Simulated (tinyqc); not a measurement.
Lateral field, substrate current, probability of reaching the oxide barrier and hot-carrier lifetime of a silicon transistor (pseudo-two-dimensional and lucky-electron models): one step, computed by the program tinyqc. Command: `OMP_NUM_THREADS=1 python tinyqc.py 3025986 3025987 out.jsonl hotcar walk`. One thread of a shared host (Intel(R) Xeon(R) Processor @ 2.30GHz), about 0.01 s of CPU time with the checks.

Local-field models: a lucky carrier gains its energy at the peak field over a path free of collisions. Voltages are magnitudes.

Problem. Saturation point and current. C_ox = 3.9 eps_0/t; F_sat = 2 v_s/mu; V_Dsat = V_ov F_sat L/(V_ov + F_sat L), V_ov = V_G - V_T; I_D/W = C_ox v_s (V_ov - V_Dsat).

Inputs (values chosen for the exercise, modelled on a silicon n-channel):

| quantity | value | unit |
|---|---|---|
| channel length L | 370 | nm |
| oxide thickness t | 6.9 | nm |
| junction depth x_j | 96 | nm |
| mobility mu | 360 | cm^2/(V s) |
| saturation velocity v_s | 0.86 | 1e7 cm/s |
| threshold voltage V_T | 0.44 | V |
| gate voltage V_G | 1.2 | V |
| ionisation prefactor A_i | 2e+06 | 1/cm |
| ionisation field B_i | 1.65 | MV/cm |
| hot-carrier mean free path lambda | 7.4 | nm |
| oxide barrier phi_b | 3.1 | eV |
| interface-trap threshold phi_it | 3.6 | eV |
| lifetime constant H | 100 | s microampere/micrometre |
| length of the depleted extension L_n | 19 | nm |

Drain: lightly doped extension.

Constants: eps_0 = 8.8541878128e-12 F/m.

Give: F_sat; V_Dsat; drain current I_D/W.

Solution.

F_sat = 47.78 kV/cm

V_Dsat = 0.5315 V

drain current I_D/W = 98.34 microampere/micrometre
